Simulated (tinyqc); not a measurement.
Worked calculation: coupled-perturbed Hartree-Fock on RHF in the 3-21g basis, for H-, spin multiplicity 1. The basis has no diffuse functions, so it cannot describe the extra electron: this is an exercise in the method, not the real anion. The polarisability along this axis is zero because the basis has no function that the field can mix in; the real value is not. One step of it, computed by the program tinyqc.

Problem. Integrals over molecular orbitals. (pq|rs) = sum C_ip C_jq C_kr C_ls (ij|kl), one index at a time.

coefficients C:
```
            MO1        MO2
1H 1s  0.206501   1.293510
1H 2s  0.854116  -0.993125
```

core Hamiltonian H = T + V (hartree):
```
           1H 1s      1H 2s
1H 1s  -0.171513  -0.489511
1H 2s  -0.489511  -0.408216
```

Two-electron integrals (ij|kl) in chemists' order, unique and non-zero (hartree):
```
(11|11) 1.140145   (21|11) 0.611403   (21|21) 0.345152   (22|11) 0.626370
(22|21) 0.380329   (22|22) 0.482957
```

Give: one-electron integrals over orbitals h = C^T H C; Two-electron integrals over orbitals.

Solution.

one-electron integrals over orbitals h = C^T H C (hartree):
```
        1       2
1  -0.478  -0.140
2  -0.140   0.568
```

Two-electron integrals over orbitals (pq|rs), unique and non-zero (hartree):
```
(11|11) 0.555   (21|11) 0.140   (21|21) 0.138   (22|11) 0.620
(22|21) 0.251   (22|22) 0.823
```
